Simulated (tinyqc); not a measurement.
# Bandgap voltage reference from two bipolar transistors, step by step

Program tinyqc, `OMP_NUM_THREADS=1 python tinyqc.py 2062173 2062174 out.jsonl`; Intel Xeon 2.30GHz, shared host, one thread, about 0.02 s. Printed values are rounded.

Two transistors of area 1 and N carry the same current I. Is(T) = Is (T/T0)^eta exp[(Vg0 q/kB)(1/T0 - 1/T)], VBE1 = Vt ln(I/Is(T)) + I rb, VBE2 = Vt ln(I/(N Is(T))) + I rb/N. The amplifier forces I R1(T) = VBE1 - VBE2 + Vos, with R(T) = R (1 + tc (T - T0)) for both resistors, and the output is Vref = VBE1 + I R2(T). Base currents and the Early effect are neglected.

Inputs (values chosen for the exercise); values of the order met in silicon bipolar transistors: reference temperature T0 = 298 K; band-gap voltage extrapolated to 0 K Vg0 = 1.183 V; temperature exponent of the saturation current eta = 4.2; saturation current of the unit transistor at T0 Is = 6.2e-16 A; area ratio of the second transistor N = 8; resistor across which the difference of VBE falls, at T0 R1 = 18 kohm; temperature coefficient of both resistors tc = 400 ppm/K; offset of the amplifier Vos = -2.1 mV; series resistance of the unit transistor rb = 59 ohm; output resistor at T0 R2 = 238.6 kohm; temperature T = 333 K.

Constants: q = 1.602176634e-19 C, kB = 1.380649e-23 J/K. Results are converted to the units shown.

## Operating point at the reference temperature

Vt = kB T/q; I = (Vt ln N + Vos)/(R1(T) - rb (1 - 1/N)). Evaluate at T = T0.

Vt = 0.02567965 V
I = 2.858161 uA
Is(T) = 6.2e-16 A
VBE1 = 0.5715789 V
I R2 = 0.6819571 V
Vref = 1.253536 V

## Operating point at another temperature

Vt = kB T/q; I = (Vt ln N + Vos)/(R1(T) - rb (1 - 1/N)).

Vt = 0.02869572 V
I = 3.163181 uA
Is(T) = 1.252498e-13 A
VBE1 = 0.4892918 V
I R2 = 0.7653012 V
Vref = 1.254593 V

From T0 to T, VBE1 changes by -82.3 mV and I R2 by 83.3 mV, which leaves 1.06 mV in Vref.

## Resistor for zero slope at T0, ideal case

With tc = 0, Vos = 0 and rb = 0 the current is proportional to T, dVBE/dT = (VBE - Vg0 - (eta - 1) Vt)/T, and Vref has zero slope at T0 when Vref = Vg0 + (eta - 1) Vt0. Find VBE1, its slope, that Vref, R2/R1 and the curvature d2Vref/dT2 = -(eta - 1) kB/(q T0).

VBE1 = 0.5723668 V
dVBE/dT = -2.324859 mV/K
Vref = 1.265175 V
R2/R1 = 12.97410
curvature = -0.9253512 uV/K^2
